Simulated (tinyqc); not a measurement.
## LED efficiency against current

ABC model of an LED: J = q da (A n + Ba n^2 + Ca n^3), IQE = Ba n^2/(A n + Ba n^2 + Ca n^3), differential lifetime 1/(A + 2 Ba n + 3 Ca n^2).

Inputs (values chosen for the exercise): defect coefficient of the active layer A = 3.1e6 1/s; radiative coefficient of the active layer Ba = 9.3e-10 cm^3/s; Auger coefficient of the active layer Ca = 1.3e-29 cm^6/s; thickness of the active layer da = 40 nm.

Constants: q = 1.602176634e-19 C. Results are converted to the units shown.

Result of one run:
```
J (A/cm^2)  n (cm^-3)  IQE (%)  defect share (%)  Auger share (%)  differential lifetime (ns)
100          4.068e17    98.63            0.8082           0.5609                       1.305
```

What becomes of these results when the current density J is changed from 100 to 10000 A/cm^2, all else the same?

Result of the changed run:
```
J (A/cm^2)  n (cm^-3)  IQE (%)  defect share (%)  Auger share (%)  differential lifetime (ns)
10000        3.985e18    94.65           0.07917            5.272                      0.1245
```

The whole series:
```
J (A/cm^2)  n (cm^-3)  IQE (%)  defect share (%)  Auger share (%)  differential lifetime (ns)
0.5          2.734e16    89.10             10.86          0.03405                       18.52
2            5.626e16    94.34             5.589          0.07419                       9.270
8            1.141e17    97.01             2.834           0.1547                       4.633
30           2.224e17    98.22             1.472           0.3053                       2.389
100          4.068e17    98.63            0.8082           0.5609                       1.305
600          9.948e17    98.30            0.3294            1.367                      0.5285
2000         1.808e18    97.36            0.1795            2.460                      0.2863
10000        3.985e18    94.65           0.07917            5.272                      0.1245
40000        7.779e18    90.16           0.03863            9.803                     0.05941
```

The IQE goes from 89.1 through a maximum of 98.6 (at J = 100 A/cm^2 among the rows listed) to 90.2 %. The exact peak, Q/(Q + 2) = 98.7 % with Q = Ba/sqrt(A Ca) = 146, lies at n = sqrt(A/Ca) = 4.88e17 cm^-3, J = 144 A/cm^2, where the defect and Auger shares are equal. n goes as J^(0.52) at the low end and J^(0.48) at the high end.

Program tinyqc, `OMP_NUM_THREADS=1 python tinyqc.py 2300146 2300147 out.jsonl`; Intel Xeon 2.30GHz, shared host, one thread, about 0.01 s.
